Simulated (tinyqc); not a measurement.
# Electron continuity equation in a given potential, Scharfetter-Gummel discretisation, step by step

Program tinyqc, `OMP_NUM_THREADS=1 python tinyqc.py 2220052 2220053 out.jsonl`; Intel Xeon 2.30GHz, shared host, one thread, about 0.01 s. Printed values are rounded.

Steady state in one dimension: J = q mu n E + q D dn/dx with E = -dpsi/dx and D = mu Vt, dJ/dx = q (n/tau - G), fixed densities nL and nR at the ends. The potential is given, psi = 0 for x < L/2 and U (2 x/L - 1) beyond, and is not changed by the electrons.

Parameters, values chosen for the exercise; mobility close to that of silicon at room temperature: temperature T = 300 K; electron mobility mu = 1360 cm^2/(V s); length of the region L = 1.9 um; density at x = 0 nL = 2.7e12 cm^-3; density at x = L nR = 5.1e11 cm^-3; lifetime tau = 1.8e-9 s; uniform generation rate G = 0 cm^-3 s^-1; potential difference psi(L) - psi(0) U = 0.24 V.

Constants: q = 1.602176634e-19 C, kB = 1.380649e-23 J/K, Vt = kB T/q. Results are converted to the units shown.

## Potential on the mesh

9 equal intervals, h = L/9; psi = 0 for x < L/2 and U (2 x/L - 1) beyond.

| node | psi (V) |
|---|---|
| 0 | 0.0000000 |
| 1 | 0.0000000 |
| 2 | 0.0000000 |
| 3 | 0.0000000 |
| 4 | 0.0000000 |
| 5 | 0.0266667 |
| 6 | 0.0800000 |
| 7 | 0.1333333 |
| 8 | 0.1866667 |
| 9 | 0.2400000 |

## Bernoulli factors

d_i = (psi_(i+1) - psi_i)/Vt; B(d) = d/(exp(d) - 1), B(0) = 1. The flux on interval i is J_i = (q D/h) [n_(i+1) B(d_i) - n_i B(-d_i)].

| interval | d_i | B(d_i) | B(-d_i) |
|---|---|---|---|
| 0 | 0.000000 | 1 | 1 |
| 1 | 0.000000 | 1 | 1 |
| 2 | 0.000000 | 1 | 1 |
| 3 | 0.000000 | 1 | 1 |
| 4 | 1.031513 | 0.5713782 | 1.602891 |
| 5 | 2.063025 | 0.3003060 | 2.363331 |
| 6 | 2.063025 | 0.3003060 | 2.363331 |
| 7 | 2.063025 | 0.3003060 | 2.363331 |
| 8 | 2.063025 | 0.3003060 | 2.363331 |

The largest |d_i| is 2.06, above 2, where central differences lose the sign pattern that keeps densities positive.

## Tridiagonal system for the inner nodes

Row i (1 to 8): B(-d_(i-1)) n_(i-1) + b_i n_i + B(d_i) n_(i+1) = f_i with b_i = -B(-d_i) - B(d_(i-1)) - h^2/(D tau) and f_i = -G h^2/D; the known end values are moved to the right: f_1 loses B(-d_0) nL and f_8 loses B(d_8) nR. h = L/9, D = mu Vt.

| node | diagonal b | right side f (cm^-3) |
|---|---|---|
| 1 | -2.007042 | -2.7e12 |
| 2 | -2.007042 | 0 |
| 3 | -2.007042 | 0 |
| 4 | -2.609933 | 0 |
| 5 | -2.941752 | 0 |
| 6 | -2.670680 | 0 |
| 7 | -2.670680 | 0 |
| 8 | -2.670680 | -1.531561e11 |

## Densities and current

B(d_i) and B(-d_i) are the Bernoulli factors of the potential steps, b and f the diagonal and right side. Solve B(-d_(i-1)) n_(i-1) + b_i n_i + B(d_i) n_(i+1) = f_i (end values already in f), then J_i = (q D/h) [n_(i+1) B(d_i) - n_i B(-d_i)], h = L/9, D = mu Vt.

| node | n (cm^-3) |
|---|---|
| 0 | 2.7e12 |
| 1 | 2.115776e12 |
| 2 | 1.546452e12 |
| 3 | 9.880190e11 |
| 4 | 4.365438e11 |
| 5 | 2.648527e11 |
| 6 | 2.643937e11 |
| 7 | 2.669810e11 |
| 8 | 2.936034e11 |
| 9 | 5.1e11 |

| interval | J (A/cm^2) |
|---|---|
| 0 | -0.1558876 |
| 1 | -0.1519119 |
| 2 | -0.1490059 |
| 3 | -0.1471494 |
| 4 | -0.1463291 |
| 5 | -0.1458314 |
| 6 | -0.1453346 |
| 7 | -0.1448329 |
| 8 | -0.1442812 |

Against a mesh 200 times finer the densities are off by at most 16 % of their local values.
